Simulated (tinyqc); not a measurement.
MOS capacitor on a p-type substrate, surface potential from the exact charge relation: two steps of the calculation.

Uniform p-type substrate, Boltzmann statistics, full ionisation, classical densities. psi is the surface potential against the body (positive when the bands bend down) and u = psi/Vt. Traps are spread evenly over the gap and neutral at flat band, so their charge is -q Dit psi; the minority quasi-Fermi level is shifted by Vb.

Parameters, values chosen for the exercise; band and dielectric values those of a made-up semiconductor: temperature T = 300 K; band gap Eg = 1.08 eV; relative permittivity eps_r = 10.6; conduction-band density of states at T Nc = 2.94e19 cm^-3; valence-band density of states at T Nv = 2.08e19 cm^-3; electron affinity chi = 3.76 eV; acceptor density of the substrate N = 3.2e15 cm^-3; relative permittivity of the gate insulator (close to silicon dioxide) eox = 3.9; insulator thickness tox = 3.5 nm; gate work function phiM = 3.98 eV; fixed charge at the interface, in units of q Nf = -1.6e10 cm^-2; density of interface traps Dit = 0 cm^-2 eV^-1; reverse bias of the inversion layer against the body Vb = 0 V; gate voltage against the body Vg = 1.95 V.

Constants: q = 1.602176634e-19 C, kB = 1.380649e-23 J/K, Vt = kB T/q, eps0 = 8.8541878128e-14 F/cm where lengths are in cm. Results are converted to the units shown.

Question 1. Flat band, threshold and scales. ni = sqrt(Nc Nv) exp(-Eg/(2 Vt)), Eg in volts; phiF = Vt ln(N/ni); Cox = eps0 eox/tox; Vfb = phiM - chi - (Eg - Vt ln(Nv/N)) - q Nf/Cox; Q0 = sqrt(2 eps0 eps_r q N Vt); r = (ni/N)^2 exp(-Vb/Vt); VT = Vfb + [(2 phiF + Vb)(1 + q Dit/Cox) + sqrt(2 eps0 eps_r q N (2 phiF + Vb))/Cox].

Find: ni; phiF; Cox; Vfb; Q0; r; VT.

Answer 1.

ni = 2.0970e10 cm^-3
phiF = 0.30856 V
Cox = 0.98661 uF/cm^2
Vfb = -0.63043 V
Q0 = 4.9879 nC/cm^2
r = 4.2945e-11
VT = 0.011384 V

Question 2. Newton step for the surface potential. u = psi/Vt; F^2 = exp(-u) + u - 1 + r (exp(u) - u - 1); Qs = -sign(u) Q0 F; Cs = -dQs/dpsi = (Q0/Vt) |1 - exp(-u) + r (exp(u) - 1)|/(2 F). f = Vfb + psi + (q Dit psi - Qs)/Cox - Vg, f' = 1 + (Cs + q Dit)/Cox, psi(new) = psi - f/f'.

psi after iteration 1 = 1.8528184 V
Cox = 0.98660950 uF/cm^2
Vfb = -0.63043261 V
Q0 = 4.9879208 nC/cm^2
r = 4.2944667e-11

Wanted: u; F; Qs; Cs; f; f'; psi after iteration 2.

Answer 2.

u = 71.670
F = 2.3958e10
Qs = -1.1950e11 nC/cm^2
Cs = 2.3112e9 uF/cm^2
f = 1.2112e8 V
f' = 2.3426e9
psi after iteration 2 = 1.8011 V

This iterate lies far beyond the solution, so its charge is not a physical one.

Numbers from tinyqc (`OMP_NUM_THREADS=1 python tinyqc.py 2060084 2060085 out.jsonl`; about 0.01 s on one thread of a shared Intel Xeon 2.30GHz).
